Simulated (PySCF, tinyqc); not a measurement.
Orbital energy against energy difference: ionisation energy by orbital energies and by energy differences in the cc-pvdz basis, for H4, spin multiplicity 1. Computed by the program tinyqc with PySCF. Command: `OMP_NUM_THREADS=1 python tinyqc.py 111051 111052 out.jsonl`; one thread of a shared host (Intel(R) Xeon(R) Processor @ 2.60GHz), about 6 s.

Geometry (angstrom):

| atom | x | y | z |
|---|---|---|---|
| H | 0.0000 | 0.0000 | 0.0000 |
| H | 0.0000 | 0.0000 | 0.7730 |
| H | 0.0000 | 1.0070 | 0.0000 |
| H | 0.0000 | 1.0070 | 0.7730 |

CCSD(T) difference in the same basis = 9.7771 eV

IP-EOM-CCSD = 9.7900 eV

The cation is unrestricted; errors are against CCSD(T) in this basis, not against experiment.

First vertical ionisation energy (eV):

| method | -e(HOMO) | E(cation) - E | error of -e(HOMO) | error of the difference |
|---|---|---|---|---|
| HF | 9.562 | 8.81668 | -0.215 | -0.960 |
| LDA | 4.940 | 9.64344 | -4.837 | -0.134 |
| PBE | 4.985 | 9.64960 | -4.792 | -0.127 |
| B3LYP | 6.165 | 9.82361 | -3.612 | 0.047 |
| PBE0 | 6.310 | 9.65153 | -3.467 | -0.126 |
| CAM-B3LYP | 7.772 | 9.76513 | -2.005 | -0.012 |
| LC-wPBE | 9.146 | 9.70490 | -0.631 | -0.072 |

Koopmans errs by -0.22 eV and Delta-HF by -0.96 eV: relaxation, 0.75 eV, lowers the value and the missing correlation difference works against it. The PBE level is off by -4.8 eV through the wrong tail of its potential, though its energy difference is off by -0.13 eV; exact exchange deepens the level, and among the orbital energies HF comes closest; among the differences CAM-B3LYP does. The restricted reference is unstable here: a spin-polarised solution lies 0.0001 hartree lower (PySCF), so results built on it describe a poor reference.
